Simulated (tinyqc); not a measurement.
Comparisons within one model: alloy A(1-x)B(x) by interpolation with bowing. A value that a table varies takes the place of the one given here.

Each gap follows E(x) = (1 - x) E_A + x E_B - C x (1 - x); the lattice constant follows Vegard, a(x) = (1 - x) a_A + x a_B.

Mass at Gamma from the Kane formula 1/m = F + Ep (Eg + 2 Dso/3)/(Eg (Eg + Dso)). F is fixed by the masses of A and B and interpolated linearly, as is Ep; Eg and Dso carry their bowing.

Constants: hc = 1239.841984 eV nm.

Inputs chosen for the exercise (A near Ge, B near Si; not measured data): a = (5.664, 5.437) angstrom (lattice constant of A, B); Eg = (0.887, 4.14) eV (gap at Gamma to the s-like level of A, B); EgX = (0.933, 1.184) eV (gap to the lowest valley along Gamma-X of A, B); EgL = (0.751, 2.104) eV (gap to L of A, B); C = (0.223, 0.177, 0) eV (bowing of the Gamma, X and L gaps); Dso = (0.292, 0.044) eV (spin-orbit splitting of A, B); Ep = (26.6, 21.7) eV (Kane energy of A, B); me = (0.038, 0.1988) m0 (electron mass at Gamma of A, B); Cs = 0 eV (bowing of Dso); x = 0.69 (fraction of B).

## Gaps across the alloy

Eleven compositions.

Gaps (eV):
```
x    a (angstrom)  Gamma      X      L  lowest  wavelength (nm)
0.0        5.6640  0.887  0.933  0.751       L             1651
0.1        5.6413  1.192  0.942  0.886       L             1399
0.2        5.6186  1.502  0.955  1.022       X             1298
0.3        5.5959  1.816  0.971  1.157       X             1277
0.4        5.5732  2.135  0.991  1.292       X             1251
0.5        5.5505  2.458  1.014  1.427       X             1222
0.6        5.5278  2.785  1.041  1.563       X             1191
0.7        5.5051  3.117  1.072  1.698       X             1157
0.8        5.4824  3.454  1.105  1.833       X             1122
0.9        5.4597  3.795  1.143  1.969       X             1085
1.0        5.4370  4.140  1.184  2.104       X             1047
```

How do the results move?

The lowest valley changes at x = 0.145 (L to X, gap 0.947 eV). The Gamma gap is monotonic, since its bowing (0.223 eV) is smaller than the difference of the end gaps (3.253 eV); at x = 0.5 bowing lowers it by C/4 = 0.056 eV.

## Three ways to interpolate a mass

Linear in m, linear in 1/m, and the Kane formula.

Masses (m0):
```
x      Eg (eV)  linear in m  linear in 1/m    Kane  Kane m/Eg (1/eV)
0.000    0.887       0.0380         0.0380  0.0380            0.0428
0.125    1.269       0.0581         0.0423  0.0548            0.0432
0.250    1.658       0.0782         0.0476  0.0728            0.0439
0.375    2.055       0.0983         0.0545  0.0919            0.0447
0.500    2.458       0.1184         0.0638  0.1121            0.0456
0.625    2.868       0.1385         0.0769  0.1331            0.0464
0.750    3.285       0.1586         0.0966  0.1547            0.0471
0.875    3.709       0.1787         0.1300  0.1768            0.0477
1.000    4.140       0.1988         0.1988  0.1988            0.0480
```

How do the results move?

At x = 0.5 the three give 0.1184, 0.0638 and 0.1121; judged by the largest distance, the Kane value is closer to the interpolation in m (largest distances 0.0064 m0 from the rule in m, 0.0581 m0 from the rule in 1/m). The ratio m/Eg varies by a factor of 1.12 while the gap varies by 4.67; a constant ratio is the two-band rule m = Eg/Ep at fixed Ep.

## What each parameter does

Gaps at x and the Kane mass. Each row changes one parameter from the base and keeps the others.

Results:
```
case                        Gamma (eV)  X (eV)  L (eV)  mass (m0)
base                            3.0839  1.0683  1.6846     0.1443
x = 0.65                        2.9507  1.0559  1.6304     0.1374
C = (0.323, 0.277, 0.1) eV      3.0625  1.0469  1.6632     0.1432
Eg = (0.931, 4.14) eV           3.0975  1.0683  1.6846     0.1375
EgX = (0.933, 1.125) eV         3.0839  1.0276  1.6846     0.1443
EgL = (0.713, 2.104) eV         3.0839  1.0683  1.6728     0.1443
Ep = (29.3, 23.9) eV            3.0839  1.0683  1.6846     0.1550
Cs = 0.05 eV                    3.0839  1.0683  1.6846     0.1441
```

What does this show?

The largest shifts from the base row, up to three for each result and ties (the steps differ in size, so this ranks the rows, not the parameters). Gamma (eV): x -0.1332, C -0.0214, Eg +0.0136; unchanged at the printed digits by EgX, EgL, Ep and Cs. X (eV): EgX -0.0407, C -0.0214, x -0.0124; unchanged at the printed digits by Eg, EgL, Ep and Cs. L (eV): x -0.0541, C -0.0214, EgL -0.0118; unchanged at the printed digits by Eg, EgX, Ep and Cs. mass (m0): Ep +0.0107, x -0.0069, Eg -0.0068; unchanged at the printed digits by EgX and EgL.

Run: tinyqc, `OMP_NUM_THREADS=1 python tinyqc.py 1050720 1050721 out.jsonl`; Intel(R) Xeon(R) Processor @ 2.30GHz, one thread, shared host; about 0.01 s of CPU time with all checks.
